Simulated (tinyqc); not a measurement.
# Undoped symmetric double-gate MOSFET, analytic potential model, step by step

Computed by the program tinyqc: `OMP_NUM_THREADS=1 python tinyqc.py 2440110 2440111 out.jsonl`, one thread of a shared Intel Xeon 2.30GHz, about 0.02 s for the whole run. Printed values are rounded.

An undoped body of thickness ts between two equal insulators and tied gates; long channel, electrons only, n = ni exp((psi - V)/Vt) with V the quasi-Fermi potential (0 at the source, Vd at the drain), constant mobility, no quantisation. Across the body psi(x) = V - 2 Vt ln[(ts/(2 beta)) sqrt(q ni/(2 eps0 eps_r Vt)) cos(2 beta x/ts)], x from the centre. Q is the electron charge per area of the whole body.

Values chosen for this exercise; material values those of a made-up semiconductor:
- T = 300 K (temperature)
- Eg = 0.869 eV (band gap)
- eps_r = 13.4 (relative permittivity of the semiconductor)
- Nc = 2.63e17 cm^-3 (conduction-band density of states at T)
- Nv = 9.19e18 cm^-3 (valence-band density of states at T)
- eox = 25 (relative permittivity of the gate insulator)
- tox = 14 nm (insulator thickness)
- ts = 15 nm (body thickness)
- dphi = 0.08 V (gate work function less that of the intrinsic body)
- mu = 410 cm^2/(V s) (channel mobility)
- L = 0.2 um (gate length)
- Vg = 1.16 V (gate voltage)
- Vd = 0.8 V (drain voltage)

Constants: q = 1.602176634e-19 C, kB = 1.380649e-23 J/K, Vt = kB T/q, eps0 = 8.8541878128e-14 F/cm where lengths are in cm. Results are converted to the units shown.

Range of the model: The surface density at the source passes 0.3 Nc, where Boltzmann statistics fail. mu V/L, with V the smaller of Vd and Vg - V0, passes 3e6 cm/s, so velocity saturation, left out here, would lower the current.

## Constants of the body

ni = sqrt(Nc Nv) exp(-Eg/(2 Vt)), Eg in volts; r = eps_r tox/(eox ts); V0 = dphi + 2 Vt ln[(2/ts) sqrt(2 eps0 eps_r Vt/(q ni))].

ni = 7.80471e10 cm^-3
r = 0.500267
V0 = 0.493148 V

## Iteration 1: beta at the source by Newton steps in z = ln(tan beta)

z at the start = 0

With V = 0, t = exp(z), beta = arctan(t): f = ln(beta) + (1/2) ln(1 + t^2) + 2 r beta t - (Vg - V0)/(2 Vt); with c = t/(1 + t^2), df/dz = c/beta + t c + 2 r t (c + beta); z(new) = z - f/(df/dz).

beta = 0.785398
f = -12.0067
df/dz = 2.42270
z after iteration 1 = 4.95589

## Iteration 2: beta at the source by Newton steps in z = ln(tan beta)

As before.

beta = 1.56375
f = 214.692
df/dz = 224.191
z after iteration 2 = 3.99827

The value that enters this step is an overshoot, farther from the solution than the start was, so its intermediate quantities are not physical.

## Course of the iteration: beta at the source by Newton steps in z = ln(tan beta)

Stop when z changes by less than 1e-11, or after 60 iterations.

Course of the iteration:
```
iteration,z,|change|
1,4.95589,4.96
2,3.99827,0.958
3,3.11908,0.879
4,2.43013,0.689
5,2.07104,0.359
6,1.99546,0.0756
7,1.99272,2.74e-3
8,1.99271,3.44e-6
9,1.99271,5.39e-12
```

Converged in 9 iterations. At the end the number of correct digits about doubles with each step.

## Charges and drain current

beta_s = 1.43531
beta_d = 0.0754889

beta (between 0 and pi/2) solves (Vg - V0 - V)/(2 Vt) = ln(beta) - ln(cos beta) + 2 r beta tan(beta). Q = 8 eps0 eps_r Vt beta tan(beta)/ts; I = mu (1/L)(4 eps0 eps_r/ts)(2 Vt)^2 [g(beta_s) - g(beta_d)] per width, g = beta tan(beta) - beta^2/2 + r beta^2 tan^2(beta), with beta_s at V = 0 and beta_d at V = Vd.

Qs = 1722.33 nC/cm^2
Qd = 0.933982 nC/cm^2
g(beta_s) = 64.9535
g(beta_d) = 0.00287644
I = 1126.18 uA/um

The term r beta^2 tan^2(beta), which gives the square law, makes up 85.4 % of g at the source.

## Potential and electron density across the body at the source

```
point,x/ts
0,0
1,0.1
2,0.2
3,0.3
4,0.4
5,0.45
6,0.5
```

psi(x) as above with V = 0 and beta = beta_s; n = ni exp(psi/Vt).

```
point,psi (V),n (cm^-3)
0,0.431833,1.40228e18
1,0.433993,1.52449e18
2,0.440868,1.98892e18
3,0.453984,3.30333e18
4,0.477921,8.33833e18
5,0.498504,1.84868e19
6,0.535340,7.68565e19
```

The density at the surface is 54.8 times that at the centre (1/cos^2 beta). It reaches 290 Nc, where Boltzmann statistics overestimate it.
